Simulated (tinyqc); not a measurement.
Sheet resistance and Hall data of a diffused or implanted layer. Inputs raised by 10 %, one at a time. Computed by tinyqc, a small Python program. Command: `OMP_NUM_THREADS=1 python tinyqc.py 3002278 3002279 out.jsonl layer sens`. One thread of a shared host (Intel(R) Xeon(R) Processor @ 2.30GHz), about 0.01 s of CPU time with the checks.

Carriers are taken equal to the net active doping down to the junction (full ionisation, which deep dopants in wide-gap hosts do not reach; no spill-over, no depletion), and the Hall factor is 1.

Inputs (values chosen for the exercise, modelled on phosphorus in silicon):
```
quantity,value,unit
mu_min,65.7,cm^2/(V s)
mu_max,1440,cm^2/(V s)
N_ref,9.9e+16,1/cm^3
exponent alpha,0.7,-
peak concentration N_0,8.5e+19,1/cm^3
length scale l,76,nm
background doping N_B (opposite type),1.7e+17,1/cm^3
```

Profile: complementary error function. Activation: complete.

Constants: e = 1.602176634e-19 C.

Method:
- N(x) = N_0 erfc(x/l), dose N_0 l/sqrt(pi), junction x_j = l erfc^-1(N_B/N_0).
- Mobility mu = mu_min + (mu_max - mu_min)/(1 + (N_t/N_ref)^alpha), N_t = active doping + N_B; carriers n = active doping - N_B, all dopants active.
- Integrals from x_0 (0 unless stated) to x_j by the midpoint rule on 400 even intervals: 1/R_s = e int n mu dx; sheet density n_s = int n dx; Hall sheet density (int n mu dx)^2/int n mu^2 dx; Hall mobility int n mu^2 dx/int n mu dx.
- Mean conductivity 1/(R_s x_j); mean mobility 1/(e n_s R_s).

Runs:
```
input moved,from,to,sheet resistance R_s (ohm),Hall mobility (cm^2/(V s)),Hall sheet density (1/cm^2),mean conductivity 1/(R_s x_j) (S/cm)
base run,-,-,193.41,95.01,3.3965e+14,311.33
peak concentration N_0 (1/cm^3),8.5e+19,9.35e+19,178.49,93.28,3.7487e+14,334.31
length scale l (nm),76,83.6,175.83,95.01,3.7362e+14,311.33
background doping N_B (opposite type) (1/cm^3),1.7e+17,1.87e+17,193.76,94.70,3.4017e+14,313.66
mu_min (cm^2/(V s)),65.7,72.27,180.37,101.03,3.4251e+14,333.84
mu_max (cm^2/(V s)),1440,1584,188.20,98.55,3.3650e+14,319.95
N_ref (1/cm^3),9.9e+16,1.089e+17,190.07,97.17,3.3794e+14,316.81
```

Exponents ln(y'/y) / ln(x'/x):
```
input,sheet resistance R_s,Hall mobility,Hall sheet density,mean conductivity 1/(R_s x_j)
peak concentration N_0,-0.842,-0.193,1.035,0.747
length scale l,-1.000,0.000,1.000,0.000
background doping N_B (opposite type),0.019,-0.035,0.016,0.078
mu_min,-0.733,0.645,0.088,0.733
mu_max,-0.287,0.384,-0.098,0.287
N_ref,-0.183,0.236,-0.053,0.183
```

Which inputs matter most for each result?

Among the inputs moved here: sheet resistance R_s answers most in size to length scale l (exponent -1.000), next to peak concentration N_0 (-0.842). Its exponent -1.000 in length scale l: the profile only stretches. Hall mobility answers most in size to mu_min (exponent +0.645), next to mu_max (+0.384); its exponent is below 0.0005 for length scale l. Hall sheet density answers most in size to peak concentration N_0 (exponent +1.035), next to length scale l (+1.000). Mean conductivity 1/(R_s x_j) answers most in size to peak concentration N_0 (exponent +0.747), and about equally to mu_min (+0.733); its exponent is below 0.0005 for length scale l. Its exponent 0.000 in length scale l: Irvin's observation: 1/(R_s x_j) depends on the concentrations and the shape alone.

Extremes, crossings and ranges named in words are read from the listed rows.
